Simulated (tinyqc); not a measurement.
Worked calculation: Landau-Devonshire theory of a uniaxial ferroelectric. Computed by tinyqc, a small Python program that keeps every step. Command: `OMP_NUM_THREADS=1 python tinyqc.py 3020849 3020850 out.jsonl ferro walk`. One thread of a shared host (Intel(R) Xeon(R) Processor @ 2.30GHz), about 0.01 s of CPU time with the checks. Intermediate numbers are printed to about 6 digits and carried at full precision; extremes and crossings named in words are read from the listed rows.

G(P) = (alpha/2) P^2 + (beta*/4) P^4 + (gamma/6) P^6 - E P per volume, SI units, one domain, P along the polar axis, which is normal to the film.

Inputs (values chosen for the exercise, modelled on barium titanate):
```
quantity                           value             unit
alpha_0                           649000      J m/(C^2 K)
Curie-Weiss temperature T0           381                K
beta                           -8.18e+08        J m^5/C^4
gamma                           1.66e+10        J m^9/C^6
temperature T                        332                K
misfit strain u_m                -0.0079                -
electrostriction Q12              -0.043          m^4/C^2
compliance s11 + s12             5.6e-12            m^2/N
applied field E                       73             MV/m
film thickness d                     9.5               nm
screening length lambda           0.0084               nm
background permittivity eps_b         20                -
gradient coefficient g           6.4e-10        J m^3/C^2
series capacitance C_d               1.1  microfarad/cm^2
start of Newton steps P0/Ps            2                -
```

Sample: epitaxial film.

Constants: eps_0 = 8.8541878128e-12 F/m.

## Coefficients at T

alpha = alpha_0 (T - T0*), with clamping: T0* = T0 + 4 Q12 u_m/(alpha_0 (s11 + s12)), beta* = beta + 4 Q12^2/(s11 + s12).

T0* = 754.872 K

alpha = -2.74444e+08 J m/C^2

beta* = 5.02714e+08 J m^5/C^4

Compression raises T0 by 374 K. beta* > 0: the transition is of second order, although the free crystal has a first-order one.

## Spontaneous polarisation, susceptibility, coercive field

Ps^2 = [-beta* + sqrt(beta*^2 - 4 alpha gamma)]/(2 gamma). chi = 1/(eps_0 G''), G'' = alpha + 3 beta* P^2 + 5 gamma P^4 at Ps. Ps, chi and the coercive field are for perfect screening, without a depolarising field. The intrinsic coercive field is |alpha P + beta* P^3 + gamma P^5| at the P_c where G'' = 0. 1 C/m^2 = 100 microcoulomb/cm^2.

spontaneous polarisation Ps = 33.8122 microcoulomb/cm^2

susceptibility chi = 114.914

well depth G(Ps) = -9.91116 MJ/m^3

P_c = 22.1655 microcoulomb/cm^2

intrinsic coercive field = 46.4755 MV/m

P_c/Ps = 0.656, above the 0.577 of a quartic well, as the sixth-order term matters. Real switching runs by domain nucleation at far lower fields. Caution: far below T0* the expansion with linear alpha(T) is only a fit.

## Polarisation in the field by Newton steps

Solve G'(P) = alpha P + beta* P^3 + gamma P^5 - E = 0 by P(new) = P - G'/G'' from P0; stop when the step is below 1e-11 C/m^2 (G' under 1e-6 MV/m is shown as 0).

Newton steps:
```
step  P (microcoulomb/cm^2)    G' (MV/m)  G'' (MJ m/C^2)
1                   67.6243  2.24447e+03         17772.9
2                   54.9957  6.94814e+02          7774.4
3                   46.0585  1.93791e+02          3780.7
4                   40.9327  3.98873e+01          2308.3
5                   39.2046  3.44077e+00          1918.1
6                   39.0253  3.39391e-02          1880.4
7                   39.0235  3.40567e-06          1880.0
8                   39.0235            0          1880.0
```

P at the end of the steps = 39.0235 microcoulomb/cm^2

1/(eps_0 G'') there = 60.0749

The linear estimate Ps + eps_0 chi E gives 41.240; the field lowers chi by 47.7 %.

## The 180-degree wall

With the term (g/2) (dP/dx)^2, (g/2) P'^2 = G(P) - G(Ps) across the wall: energy = int_(-Ps)^(Ps) sqrt(2 g [G(P) - G(Ps)]) dP (40 Gauss-Legendre points); width = 2 Ps over the slope at P = 0, sqrt(2 |G(Ps)|/g). Elastic coupling inside the wall is left out.

wall energy = 52.8113 mJ/m^2

wall width = 3.84252 nm

## A capacitor with imperfect screening

Between shorted electrodes with screening length lambda each, the depolarising field is -k P, k = 2 lambda/(eps_0 (d + 2 lambda eps_b)), so alpha turns into alpha + k. The polar state is the lowest uniform state while alpha + k < 0 (beta* > 0) or < 3 beta*^2/(16 gamma) (beta* < 0); setting the equality gives the critical thickness d_c.

depolarising coefficient k = 1.92904e+08 J m/C^2

polarisation of the film = 23.7825 microcoulomb/cm^2

size of the depolarising field = 45.8775 MV/m

critical thickness d_c = 6.57764 nm

The film keeps 70 % of Ps.

## Thickness series

Domains are left out, though they can pre-empt both the loss of P and the state at P = 0. The second and third columns are for the shorted capacitor, polar only where it is the lowest uniform state: alpha + k < 0 (beta* > 0) or < 3 beta*^2/(16 gamma) (beta* < 0). The last column is another circuit, the film in series with C_d at P = 0: 1/C = (alpha d)/(1 + alpha eps_0 eps_b) + 1/C_d, and P = 0 is locally stable while 1/C > 0; a dash marks the rest.

Against thickness:
```
d (nm)  P (microcoulomb/cm^2)  depolarising field (MV/m)  C of the stack / C_d
1                      0.0000                     0.0000               1.00318
2                      0.0000                     0.0000               1.00639
3                      0.0000                     0.0000               1.00961
5                      0.0000                     0.0000               1.01612
8                     20.0217                    45.5726               1.02605
15                    28.5203                    35.2860               1.04998
30                    31.4404                    19.6649               1.10521
60                    32.6789                    10.2766               1.23516
150                   33.3700                     4.2117               1.90827
```

The polar state appears between 5 and 8 nm (d_c = 6.58 nm), and at 150 nm P is 98.7 % of Ps. The stack exceeds C_d wherever it is stable, up to 1.91 times: the ferroelectric held at P = 0 acts as a negative capacitance.

Checks made by the program: Ps against a numerical root of G'(P)/P (relative difference below 1e-10).
